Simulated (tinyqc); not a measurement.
Quasiparticle equation with a plasmon-pole self-energy for two band edges: one step. Updating the energies in the Green function. Three cases, with inputs chosen for the exercise.

Problem. Solve both equations exactly, put the results in place of a and b, and repeat five times; w is kept.

For each edge E = e + X + Sc(E), with the correlation part Sc(E) = A[0]/(E - a + w) + A[1]/(E - b - w); a and b are the valence and conduction energies that enter the Green function (a = ev, b = ec in the one-shot scheme). Z = 1/(1 - dSc/dE), dSc/dE = -A[0]/(E - a + w)^2 - A[1]/(E - b - w)^2.

Give: Cycles (eV).

Case 1.

Values chosen (scales of the order of those of GaN; shifted at random, so the results belong to these values and not to a real crystal):
- ev = 0 eV (mean-field valence top)
- ec = 1.82 eV (mean-field conduction edge)
- w = 16.2 eV (pole energy)
- Av = (50.3, 22.9) eV^2 (weights of the valence state on the hole and electron poles)
- Ac = (20.7, 54) eV^2 (the same for the conduction state)
- Xv = -3.33 eV (exchange minus the mean-field potential, valence)
- Xc = 2.89 eV (the same, conduction)

Solution.

Cycles (eV):
```
cycle       Ev      Ec     gap
1      -1.1752  2.3733  3.5485
2      -1.3425  2.4142  3.7567
3      -1.3665  2.4140  3.7805
4      -1.3703  2.4129  3.7832
5      -1.3709  2.4126  3.7835
```

The update moves the gap by +235 meV from the one-shot value; each cycle shrinks the change to about 0.11 of the one before.

Case 2.

Values chosen (scales of the order of those of HfO2; shifted at random, so the results belong to these values and not to a real crystal):
- ev = 0 eV (mean-field valence top)
- ec = 3.94 eV (mean-field conduction edge)
- w = 14.4 eV (pole energy)
- Av = (35, 13.1) eV^2 (weights of the valence state on the hole and electron poles)
- Ac = (12.6, 33.6) eV^2 (the same for the conduction state)
- Xv = -2.91 eV (exchange minus the mean-field potential, valence)
- Xc = 2.54 eV (the same, conduction)

Solution.

Cycles (eV):
```
cycle       Ev      Ec     gap
1      -0.9800  4.6805  5.6605
2      -1.1068  4.7594  5.8662
3      -1.1227  4.7669  5.8896
4      -1.1247  4.7676  5.8922
5      -1.1250  4.7676  5.8925
```

The update moves the gap by +232 meV from the one-shot value; each cycle shrinks the change to about 0.11 of the one before.

Case 3.

Values chosen (scales of the order of those of SiC; shifted at random, so the results belong to these values and not to a real crystal):
- ev = 0 eV (mean-field valence top)
- ec = 2.13 eV (mean-field conduction edge)
- w = 19.6 eV (pole energy)
- Av = (85.8, 33.3) eV^2 (weights of the valence state on the hole and electron poles)
- Ac = (43.5, 93.5) eV^2 (the same for the conduction state)
- Xv = -3.48 eV (exchange minus the mean-field potential, valence)
- Xc = 3.46 eV (the same, conduction)

Solution.

Cycles (eV):
```
cycle       Ev      Ec     gap
1      -0.4891  2.6460  3.1351
2      -0.5497  2.7115  3.2611
3      -0.5570  2.7197  3.2767
4      -0.5578  2.7207  3.2786
5      -0.5579  2.7209  3.2788
```

The update moves the gap by +144 meV from the one-shot value; each cycle shrinks the change to about 0.12 of the one before.

Computed by tinyqc, one run a case: `OMP_NUM_THREADS=1 python tinyqc.py N N+1 out.jsonl` with N = 1850593, 1850594, 1850756; one thread of a shared Intel(R) Xeon(R) Processor @ 2.30GHz, about 0.02 s a run at most.
